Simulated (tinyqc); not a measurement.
# Floating body of a partially depleted SOI transistor: body voltage and kink: what changes with what

Source at 0 V. Channel current Ic = 2 nf K Vt^2 [F(0) - F(Vd)](1 + la Vd), F(V) = ln^2(1 + exp((Vg - VT - nf V)/(2 nf Vt))), VT = VT0 - gb Vb. Saturation voltage Vs = 2 Vt sqrt(F(0)) + 3 Vt, excess Ve = (Vd - Vs + sqrt((Vd - Vs)^2 + 0.0004 V^2))/2, multiplication M1 = Ai Ve exp(-Bl/Ve). Each junction passes D(v) = J1 (exp(v/Vt) - 1) + J2 (exp(v/(2 Vt)) - 1). Bipolar current Ib = bb J1 (exp(Vb/Vt) - 1). The body settles where M1 (Ic + Ib) = D(Vb) + D(Vb - Vd) + Vb/Rb; drain current Id = (1 + M1)(Ic + Ib) - D(Vb - Vd).

Values chosen for this exercise; values of the order met in partially depleted silicon-on-insulator transistors:
```
symbol    value         unit                                                                                            meaning
T           300            K                                                                                        temperature
VT0        0.31            V                                                                     threshold at zero body voltage
gb         0.35                                                                  fall of the threshold per volt of body voltage
nf         1.47                                                                                                    slope factor
K           280  uA/(V^2 um)                                                                              gain factor per width
la         0.08          1/V                                                                   channel-length modulation factor
Ai         3.98          1/V                                                                        impact-ionisation prefactor
Bl            4            V                                                                          impact-ionisation voltage
J1      2.1e-12        uA/um                                                      diffusion saturation current of each junction
J2       1.1e-9        uA/um                                                  recombination saturation current of each junction
bb          0.5                                                 gain of the lateral bipolar transistor on the diffusion current
Rb          1e9      kohm um  resistance of a weak body tie to the source (1e9 stands for no tie, and the term is then dropped)
Vg         0.72            V                                                                                       gate voltage
Vd          1.3            V                                                                                      drain voltage
```

Constants: q = 1.602176634e-19 C, kB = 1.380649e-23 J/K, Vt = kB T/q. Results are converted to the units shown.

Each table varies one quantity; the others keep the values above.

## Output curve and kink

Rows with more than one solution for Vb (latch) are left out; dId/dVd by a forward difference over 1e-4 V, swing = 1e-4 V over the change of log10 Id; M1 under 1e-12 is printed as 0.

Output curve and kink:

| Vd (V) | Vb (V) | M1 | Id, floating (uA/um) | Id, grounded (uA/um) | ratio | dId/dVd, floating (uS/um) | dId/dVd, grounded (uS/um) |
|---|---|---|---|---|---|---|---|
| 0.84 | 0.5105 | 2.308e-5 | 35.23 | 17.12 | 2.057 | 33.72 | 1.445 |
| 1 | 0.6014 | 6.741e-4 | 39.64 | 17.41 | 2.277 | 22.90 | 2.283 |
| 1.16 | 0.6569 | 0.005335 | 42.96 | 17.91 | 2.399 | 19.77 | 4.182 |
| 1.32 | 0.6941 | 0.02119 | 46.33 | 18.80 | 2.465 | 23.50 | 7.081 |
| 1.48 | 0.7211 | 0.05671 | 50.82 | 20.21 | 2.514 | 33.69 | 10.70 |
| 1.64 | 0.7419 | 0.1188 | 57.46 | 22.25 | 2.583 | 50.47 | 14.74 |
| 1.8 | 0.7589 | 0.2117 | 67.39 | 24.94 | 2.702 | 75.19 | 18.98 |

Vb rises from 0.511 to 0.759 V and the ratio of the currents rises from 2.06 to 2.70. The output conductance with a floating body exceeds the grounded value by the largest factor among the rows, 23.3, at Vd = 0.84 V, where Vb = 0.511 V and M1 = 2.31e-5.

## Transfer curve and swing

Same model as above.

Transfer curve and swing:

| Vg (V) | Vb (V) | M1 | Id, floating (uA/um) | Id, grounded (uA/um) | ratio | swing, floating (mV/decade) | swing, grounded (mV/decade) |
|---|---|---|---|---|---|---|---|
| -0.14 | 0.4347 | 0.1839 | 3.032e-4 | 5.168e-6 | 58.66 | 66.02 | 87.64 |
| -0.04 | 0.5238 | 0.1811 | 0.008810 | 7.125e-5 | 123.7 | 71.47 | 87.95 |
| 0.06 | 0.5986 | 0.1695 | 0.1655 | 9.630e-4 | 171.8 | 90.27 | 89.16 |
| 0.16 | 0.6484 | 0.1436 | 1.308 | 0.01214 | 107.8 | 143.7 | 93.49 |
| 0.26 | 0.6750 | 0.1113 | 4.586 | 0.1239 | 37.02 | 236.7 | 107.7 |
| 0.36 | 0.6883 | 0.08180 | 10.15 | 0.8081 | 12.56 | 353.6 | 144.8 |
| 0.46 | 0.6942 | 0.05763 | 17.72 | 3.016 | 5.875 | 479.7 | 214.9 |
| 0.56 | 0.6955 | 0.03880 | 27.13 | 7.342 | 3.695 | 606.6 | 312.4 |
| 0.66 | 0.6931 | 0.02474 | 38.31 | 13.80 | 2.775 | 731.1 | 424.3 |

Vb goes from 0.435 through a maximum of 0.695 (at Vg = 0.56 V among the rows listed) to 0.693 V. The smallest swing among the rows is 66.0 mV a decade with a floating body (at Vg = -0.14 V) and 87.6 with a grounded one; Vt ln 10 = 59.5. The floating swing is smaller by more than 3 % for Vg = -0.14, -0.04 V, where the rising Vb lowers the threshold as Vg rises. In the first row the floating body raises the current by a factor of 58.7.

Range of the model: The multiplication law is an empirical form chosen for the exercise; self-heating and capacitive coupling to the body are left out, and the linear laws are rough once Vb passes about 0.7 V or M1 about 0.1.

Program tinyqc, `OMP_NUM_THREADS=1 python tinyqc.py 2182028 2182029 out.jsonl`; Intel Xeon 2.30GHz, shared host, one thread, about 0.2 s.
